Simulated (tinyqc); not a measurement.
What each parameter does: parabolic quantum dot in a magnetic field (Fock-Darwin).

Two dimensions, V = m w0^2 r^2/2, one valley. hbar wc = 2 muB B/m, W = sqrt(w0^2 + wc^2/4), E(n, l, s) = (2n + |l| + 1) hbar W - l hbar wc/2 + s gs muB B, n = 0, 1, ..., l = 0, +/-1, ..., s = +/-1/2; length lam = sqrt(2c/(m hbar W)), c = hbar^2/2m0.

Exact treatment: the centre of mass separates with energy W, and the relative motion obeys [-(2c/m) Laplacian + (2c/m) r^2/(2 lam^2)^2 + q/(eps r)] psi = e_l psi for angular number l, solved in 14 Gaussians r^l exp(-a r^2), a = 1.7^i/(4 lam^2), i = -3 to 10. E(S) = W + e_0, E(T) = W + e_1 - wc/2 - Ez.

Constants: muB = 5.788381798e-05 eV/T; hbar^2/2m0 = 3.80998211 eV angstrom^2; e^2/(4 pi eps0) = 14.39964547 eV angstrom.

Values chosen for the exercise (near those of a gate-defined dot in GaAs; not measured data):
- m = 0.0658 m0 (mass)
- gs = -0.41 (g factor)
- w0 = 6.8 meV (confinement energy hbar w0)
- B = 5.47 T (magnetic field)
- eps = 13.2 (dielectric constant)

The two modes W +/- wc/2, lam and the exact E(T) - E(S), with q = e^2/(4 pi eps0) and Ez = |gs| muB B.

Results for these values:

| case | upper mode (meV) | lower mode (meV) | lam (angstrom) | E(T) - E(S) (meV) |
|---|---|---|---|---|
| base | 13.142 | 3.518 | 117.9 | -0.19 |

What happens to each result for eps = 11.2, all else kept?

Answer: upper mode does not change at the printed digits; lower mode does not change at the printed digits; lam does not change at the printed digits; E(T) - E(S) falls from -0.19 to -0.54.

The same for each parameter in turn:

| case | upper mode (meV) | lower mode (meV) | lam (angstrom) | E(T) - E(S) (meV) |
|---|---|---|---|---|
| base | 13.142 | 3.518 | 117.9 | -0.19 |
| B = 3.28 T | 10.272 | 4.501 | 125.2 | 1.13 |
| w0 = 5.44 meV | 12.075 | 2.451 | 126.3 | -0.93 |
| m = 0.0757 m0 | 12.166 | 3.801 | 112.3 | 0.05 |
| gs = -0.61 | 13.142 | 3.518 | 117.9 | -0.26 |
| eps = 11.2 | 13.142 | 3.518 | 117.9 | -0.54 |

Run: tinyqc, `OMP_NUM_THREADS=1 python tinyqc.py 1281447 1281448 out.jsonl`; Intel(R) Xeon(R) Processor @ 2.30GHz, one thread, shared host; about 0.08 s of CPU time with all checks.
